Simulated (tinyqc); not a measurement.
Tunnelling through a two-layer gate stack, WKB transmission and Tsu-Esaki current: two steps of the calculation.

Electrons leave the emitter at x = 0. Energies E (motion across the layers) are in eV from the emitter Fermi level; the collector Fermi level lies at -V and offers states at every E. No charge in the dielectric and no image force: F1 = V/(t1 + t2 eps1/eps2), F2 = F1 eps1/eps2; U = phi1 - F1 x in layer 1 and phi2 - F1 t1 - F2 (x - t1) in layer 2. With C = hbar^2/(2 m0), kappa = sqrt(m (U - E)/C) where U > E and 0 elsewhere; T(E) = exp(-S), S = 2 times the integral of kappa over x.

Values chosen for this exercise; layer 1 close to silicon nitride, layer 2 close to hafnium oxide:
```
symbol  value  unit                                                        meaning
T         400     K                                                    temperature
Ef       0.19    eV              Fermi energy of the emitter above its band bottom
me       0.55    m0                            emitter mass in the supply function
phi1     2.17    eV  barrier of layer 1 above the emitter Fermi level at zero bias
m1       0.51    m0                                     tunnelling mass of layer 1
t1        0.9    nm                                           thickness of layer 1
eps1     7.62                                     relative permittivity of layer 1
phi2      1.5    eV                                barrier of layer 2 at zero bias
m2        0.2    m0                                     tunnelling mass of layer 2
t2          3    nm                                           thickness of layer 2
eps2     22.7                                     relative permittivity of layer 2
V         1.4     V                                  voltage across the dielectric
E       -0.04    eV                                energy of the electron followed
Ea      -0.19    eV                                   lower end of the energy grid
Eb       0.58    eV                                   upper end of the energy grid
nE         13                                            points of the energy grid
```

Constants: q = 1.602176634e-19 C, kB = 1.380649e-23 J/K, hbar = 1.054571817e-34 J s, m0 = 9.1093837015e-31 kg, Vt = kB T/q, hbar^2/(2 m0) = 0.0380998212 eV nm^2. Results are converted to the units shown.

Problem 1. WKB exponent in closed form. Each layer adds (2/F) sqrt(m/C) [G(u at its left edge) - G(u at its right edge)] to S, with u = U - E (0 where negative) and G(u) = (2/3) u^1.5. The slope follows from 1/d = -dS/dE.

Wanted: S; T(E); energy d over which T(E) grows by a factor e.

Solution 1.

S = 18.589
T(E) = 8.4515e-9
energy d over which T(E) grows by a factor e = 0.077580 eV

The midpoint rule gives S = 18.625, so its T(E) is 3.6 % below this value. The band edge stays above E through the whole stack: direct tunnelling through a trapezoid.

Problem 2. Current density on a coarse energy grid. J = J0 times the integral of T(E) N(E) dE, N = ln[(1 + exp(-E/Vt))/(1 + exp((-E - V)/Vt))], J0 = q^2 me m0 kB T/(2 pi^2 hbar^3) (times 1e-4 for A/cm^2 per eV), by Simpson's rule on nE equally spaced points from Ea to Eb.

Find: E; T(E); N; T(E) N; J0; J.

Solution 2.

```
point	E (eV)	T(E)	N	T(E) N
0	-0.1900	1.408e-9	5.516	7.768e-9
1	-0.1258	2.939e-9	3.676	1.081e-8
2	-0.0617	6.415e-9	1.944	1.247e-8
3	0.0025	1.484e-8	0.6575	9.759e-9
4	0.0667	3.748e-8	0.1350	5.060e-9
5	0.1308	1.140e-7	0.02222	2.532e-9
6	0.1950	3.582e-7	0.003486	1.249e-9
7	0.2592	1.077e-6	5.427e-4	5.843e-10
8	0.3233	3.089e-6	8.436e-5	2.606e-10
9	0.3875	8.434e-6	1.311e-5	1.106e-10
10	0.4517	2.184e-5	2.038e-6	4.451e-11
11	0.5158	5.339e-5	3.168e-7	1.692e-11
12	0.5800	1.226e-4	4.924e-8	6.037e-12
```

J0 = 3.068e8 A/(cm^2 eV)
J = 0.9264 A/cm^2

The integrand peaks at E = -0.0617 eV among these points.

Computed by the program tinyqc: `OMP_NUM_THREADS=1 python tinyqc.py 2540156 2540157 out.jsonl`, one thread of a shared Intel Xeon 2.30GHz, about 0.04 s for the whole run.
